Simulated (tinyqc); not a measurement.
Vibrations of a mass or spring defect in a linear chain: one step, computed by the program tinyqc.

A ring of N atoms with nearest-neighbour springs k and motion along the chain. Atom 1 is the defect, of mass M', and its two springs are k'. Odd sites are A (the defect replaces an A atom), even sites B.

Problem. Dynamical matrix of the ring. D_ii = (sum of the two springs at i)/M_i, D_ij = -k_ij/sqrt(M_i M_j) for neighbours, closed into a ring.

Inputs (values chosen for the exercise, for a model chain):
```
quantity                         value           unit
spring constant k                  4.2  eV/angstrom^2
mass M_A                          76.5              u
mass M_B                           262              u
defect mass M'                    26.9              u
spring ratio k'/k at the defect   0.93              -
atoms in the ring N                  8              -
```

Host: diatomic.

Give: D.

Solution.

D (eV/(angstrom^2 u)), lower triangle (symmetric):
```
         1        2        3        4        5        6        7       8
1   0.2904
2  -0.0465   0.0309
3   0.0000  -0.0297   0.1098
4   0.0000   0.0000  -0.0297   0.0321
5   0.0000   0.0000   0.0000  -0.0297   0.1098
6   0.0000   0.0000   0.0000   0.0000  -0.0297   0.0321
7   0.0000   0.0000   0.0000   0.0000   0.0000  -0.0297   0.1098
8  -0.0465   0.0000   0.0000   0.0000   0.0000   0.0000  -0.0297  0.0309
```
